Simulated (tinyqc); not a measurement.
p-type polysilicon, carrier trapping at grain boundaries: one step of the calculation.

One-dimensional grains of size Lg, uniform ionised doping N, monovalent traps Qt at each boundary at a depth Et below (for electrons) or above (for holes) the band edge there, abrupt depletion of width W on each side of a boundary, Boltzmann statistics. xi is the distance from the band edge at the grain centre to the Fermi level. Trapped charge Qt/(1 + exp((xi + VB - Et)/Vt)) = 2 N W, barrier VB = q N W^2/(2 eps0 eps_r).

Problem. New W. Partly depleted grain, xi = Vt ln(NB/N): f = 1/(1 + exp((xi + VB - Et)/Vt)), g = Qt f - 2 N W, g' = -2 Qt f (1 - f) VB/(W Vt) - 2 N, W(new) = W - g/g'.

Inputs (values chosen for the exercise); values of the order met in polycrystalline silicon: temperature T = 300 K; relative permittivity eps_r = 11.7; valence-band density of states at T NB = 2.65e19 cm^-3; trap density of a grain boundary Qt = 3.1e12 cm^-2; depth of the trap level from the majority band edge at the boundary Et = 0.32 eV; doping N = 1.7e18 cm^-3.

Constants: q = 1.602176634e-19 C, kB = 1.380649e-23 J/K, Vt = kB T/q, eps0 = 8.8541878128e-14 F/cm where lengths are in cm. Results are converted to the units shown.

W at the start = 9.1 nm

Find: VB; f; g; g'; W after iteration 1.

Solution.

VB = 0.10886 V
f = 0.99560
g = -7.6548e9 cm^-2
g' = -3.5258e11 cm^-2/nm
W after iteration 1 = 9.0783 nm

Computed by the program tinyqc: `OMP_NUM_THREADS=1 python tinyqc.py 2830036 2830037 out.jsonl`, one thread of a shared Intel Xeon 2.30GHz, about 0.01 s for the whole run.
